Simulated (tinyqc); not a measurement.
Octagonal on-chip spiral inductor, lumped pi model: quality factor against frequency.

Outer diameter do = di + 2 n wd + 2 (n - 1) sp, mean da = (do + di)/2, fill p = (do - di)/(do + di), length l = 3.314 n da. L = 2.25 mu0 n^2 da/(1 + 3.55 p), mu0 = 4 pi 1e-7 H/m. Rs = rho l/(wd delta (1 - exp(-th/delta))), delta = sqrt(rho/(pi f mu0)). Cs = n wd^2 eps0 eo/hu across the coil. At each end Cox = l wd eps0 eo/(2 ho) leads to the substrate branch Rsi = 2 rs he/(l wd) in parallel with Csi = l wd eps0 11.7/(2 he). With one end grounded Y = 1/(Rs + i w L) + i w Cs + 1/[1/(i w Cox) + 1/(1/Rsi + i w Csi)], w = 2 pi f; Q = -Im Y/Re Y. Eddy currents in neighbouring turns and in the substrate are left out.

Apparent inductance Im(1/Y)/w; share of the loss Re(substrate branch)/Re Y.

Parameters, values chosen for the exercise; values of the order met in silicon radio-frequency processes:

| symbol | value | unit | meaning |
|---|---|---|---|
| n | 4.5 |  | number of turns |
| wd | 10 | um | line width |
| sp | 2 | um | space between turns |
| di | 100 | um | inner diameter |
| th | 3 | um | metal thickness |
| rho | 3 | uohm cm | metal resistivity |
| ho | 8.8 | um | oxide below the coil |
| hu | 0.7 | um | oxide between coil and underpass |
| eo | 3.9 |  | relative permittivity of the oxide |
| rs | 1000 | ohm cm | substrate resistivity |
| he | 50 | um | effective spreading depth in the substrate |

Constants: eps0 = 8.8541878128e-12 F/m. Results are converted to the units shown.

Results:
```
f (GHz)  Rs (ohm)  w L/Rs      Q  apparent inductance (nH)  loss in the substrate (%)
0.22        2.894   1.877  1.876                     3.931                    0.01201
0.36        3.087   2.880  2.877                     3.932                    0.02725
0.58        3.334   4.295  4.284                     3.937                    0.06240
0.95        3.678   6.379  6.335                     3.950                     0.1482
1.6         4.174   9.465  9.288                     3.989                     0.3654
2.5         4.751   12.99  12.42                     4.077                     0.7770
4.2         5.665   18.31  16.12                     4.378                      1.815
11          8.409   32.30  8.752                     13.20                      7.856
```

Estimate the missing row, f = 6.8 GHz.

Computed row:
```
f (GHz)  Rs (ohm)  w L/Rs      Q  apparent inductance (nH)  loss in the substrate (%)
6.8         6.833   24.57  17.25                     5.374                      3.858
```

With this row back in the table: Q goes from 1.88 through a maximum of 17.2 (at f = 6.8 GHz among the rows listed) to 8.75; the exact peak is 17.4 at 6.07 GHz and Q reaches zero at the self-resonance, 13.1 GHz. The share of the substrate rises from 0.0120 to 7.86 %, and the apparent inductance ends at 3.36 times L. At the peak the substrate takes 3.24 % of the loss. For f = 11 the coil is longer than 0.15 of a wavelength in the oxide, where one lumped section is rough.

Computed by the program tinyqc: `OMP_NUM_THREADS=1 python tinyqc.py 2302141 2302142 out.jsonl`, one thread of a shared Intel Xeon 2.30GHz, about 0.01 s for the whole run.
